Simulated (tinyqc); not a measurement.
Energy against coordination: Tersoff bond-order potential. Computed by tinyqc, a small Python program. Command: `OMP_NUM_THREADS=1 python tinyqc.py 3020308 3020309 out.jsonl tersoff walk`. One thread of a shared host (Intel(R) Xeon(R) Processor @ 2.30GHz), about 0.01 s of CPU time with the checks.

E = (1/2) sum_(i, j != i) [A exp(-lambda r_ij) - b_ij B exp(-mu r_ij)], b_ij = (1 + (beta zeta_ij)^n)^(-1/(2n)), zeta_ij = sum_(k != i, j) g(theta_ijk), g = 1 + c^2/d^2 - c^2/(d^2 + (h - cos theta)^2), with theta at atom i. Only nearest neighbours count (cut-off function 1 for them, 0 beyond).

Inputs (values chosen for the exercise, modelled on germanium):
```
quantity     value        unit
A           1780.8          eV
B           416.06          eV
lambda      2.4451  1/angstrom
mu          1.7047  1/angstrom
beta      9.33e-07           -
n           0.7589           -
c           105700           -
d            15.74           -
h          -0.4276           -
```

Method. Angles seen from one bond (cos theta: count): chain -1: 1; graphitic -1/2: 2; diamond -1/3: 3; square net 0: 2, -1: 1; simple cubic 0: 4, -1: 1; bcc 1/3: 3, -1/3: 3, -1: 1; fcc 1/2: 4, 0: 2, -1/2: 4, -1: 1. With z equal bonds of order b, r = ln(lambda A/(mu b B))/(lambda - mu) and E per atom = -(z/2) b B exp(-mu r)(1 - mu/lambda).

Relaxed structures:
```
structure      z        zeta       b  r (angstrom)  E per atom (eV)  E per bond (eV)
dimer          1           0  1.0000        2.4510          -0.9655          -1.9310
chain          2  5.9561e+04  0.9327        2.5451          -1.5341          -1.5341
graphitic      3  1.9102e+03  0.9946        2.4582          -2.8455          -1.8970
diamond        4  4.8554e+03  0.9892        2.4656          -3.7258          -1.8629
square net     4  1.2608e+05  0.8882        2.6110          -2.6112          -1.3056
simple cubic   6  1.9259e+05  0.8535        2.6649          -3.4333          -1.1444
bcc            8  3.7987e+05  0.7810        2.7847          -3.4151          -0.8538
fcc           12  7.5422e+05  0.6875        2.9570          -3.3619          -0.5603
```

The lowest are diamond, simple cubic and bcc, the first two 0.293 eV apart. The bond order falls from 1 to 0.688 and the bond weakens from -1.93 to -0.56 eV, as b^(lambda/(lambda - mu)) with exponent 3.30. With the same z = 4 the square net lies 1.11 eV above diamond, from its angles alone. Caution: in bcc and other dense structures second neighbours can fall inside the usual cut-off; they are left out here.

Extremes, crossings and ranges named in words are read from the listed rows.
